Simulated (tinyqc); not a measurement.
The starting point: quasiparticle equation with a plasmon-pole self-energy for two band edges.

For each edge E = e + X + Sc(E), with the correlation part Sc(E) = A[0]/(E - a + w) + A[1]/(E - b - w); a and b are the valence and conduction energies that enter the Green function (a = ev, b = ec in the one-shot scheme). Z = 1/(1 - dSc/dE), dSc/dE = -A[0]/(E - a + w)^2 - A[1]/(E - b - w)^2.

Values chosen for the exercise (scales of the order of those of SiC; not measured data):
- ev = 0 eV (mean-field valence top)
- ec = 2.13 eV (mean-field conduction edge)
- w = 19.6 eV (pole energy)
- Av = (85.8, 33.3) eV^2 (weights of the valence state on the hole and electron poles)
- Ac = (43.5, 93.5) eV^2 (the same for the conduction state)
- Xv = -3.48 eV (exchange minus the mean-field potential, valence)
- Xc = 3.46 eV (the same, conduction)

The mean-field gap is opened by d (ev lowered by d/2, ec raised by d/2) and X is changed by the opposite amounts, so that e + X stays; one-shot and G-updated gaps.

Gaps (eV):
```
d    start  one-shot  update G
0.0  2.130    3.1351    3.2789
0.2  2.330    3.1605    3.2789
0.4  2.530    3.1856    3.2789
0.6  2.730    3.2106    3.2789
0.9  3.030    3.2479    3.2789
1.2  3.330    3.2847    3.2789
1.6  3.730    3.3333    3.2789
```

How do the results move, and what explains it?

The one-shot gap moves by a fraction 0.12 of any change of the starting gap, while the updated gap, 3.2789 eV, does not depend on it. The two agree where the start already equals the result, near d = 1.15 eV. A real change of starting point alters the orbitals and the screening too; this model holds both fixed.

Computed by tinyqc, a small Python program: `OMP_NUM_THREADS=1 python tinyqc.py 1850756 1850757 out.jsonl` (the numbers bound the seed that draws the inputs); one thread of a shared host (Intel(R) Xeon(R) Processor @ 2.30GHz), about 0.02 s for the whole set of steps.
